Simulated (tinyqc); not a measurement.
CMOS inverter, nodal equation and switching: two steps of the calculation.

An n-channel pull-down (bn, VTn) and a p-channel pull-up (bp, VTp) share the input Vin and the output node Vout, which carries the load C. Transistor (EKV form, voltages against the body): I = 2 n b Vt^2 [F(vp - Vs) - F(vp - Vd)] from drain to source, F(v) = ln^2(1 + exp(v/(2 Vt))), vp = (Vg - VT + sg |Vd - Vs|)/n. n-channel bodies are at 0; for the p-channel device all voltages are counted down from Vdd. b in uA/V^2 gives I in uA. Static: In = Ip. Transient: C dVout/dt = Ip - In. No velocity saturation, no gate capacitance beyond C.

Inputs (values chosen for the exercise): temperature T = 350 K; supply voltage Vdd = 0.75 V; slope factor n = 1.42; drain-induced barrier lowering sg = 0.053; n-channel threshold VTn = 0.43 V; p-channel threshold (magnitude) VTp = 0.37 V; gain factor of the pull-down transistor bn = 340 uA/V^2; gain factor of the pull-up transistor bp = 170 uA/V^2; load capacitance C = 3.9 fF; input voltage Vin = 0.29 V; time step dt = 20 ps.

Constants: q = 1.602176634e-19 C, kB = 1.380649e-23 J/K, Vt = kB T/q. Results are converted to the units shown.

Question 1. Transfer curve. For each Vin solve In = Ip; gain = dVout/dVin.

Vin, point 0 to 10 (V): 0  0.075  0.15  0.225  0.3  0.375  0.45  0.525  0.6  0.675  0.75

Wanted: Vout; supply current; gain.

Answer 1.

```
point	Vout (V)	supply current (uA)	gain
0	0.75000	9.5906e-5	0.000
1	0.74999	5.4460e-4	0.000
2	0.74992	0.0030322	-0.002
3	0.74934	0.016146	-0.019
4	0.74386	0.078075	-0.193
5	0.55573	0.27066	-17.744
6	0.01012	0.12313	-0.347
7	0.00095	0.028910	-0.029
8	0.00011	0.0058123	-0.003
9	0.00001	0.0010782	0.000
10	0.00000	1.9261e-4	0.000
```

The switching point Vin = Vout lies at 0.3842 V, with a gain of -18.9.

Question 2. One time step of the falling output. The input steps to Vdd at t = 0; I = In - Ip. Implicit Euler: V(new) = V - (dt/C) I(V(new)), solved for V(new); 1 ps uA/fF = 1 mV.

Vout after step 1 = 0.67177974 V

Wanted: I(V); I(V(new)); Vout after step 2.

Answer 2.

I(V) = 15.253 uA
I(V(new)) = 14.914 uA
Vout after step 2 = 0.59530 V

tinyqc, about 0.03 s, one thread, Intel Xeon 2.30GHz (shared host): `OMP_NUM_THREADS=1 python tinyqc.py 2340043 2340044 out.jsonl`
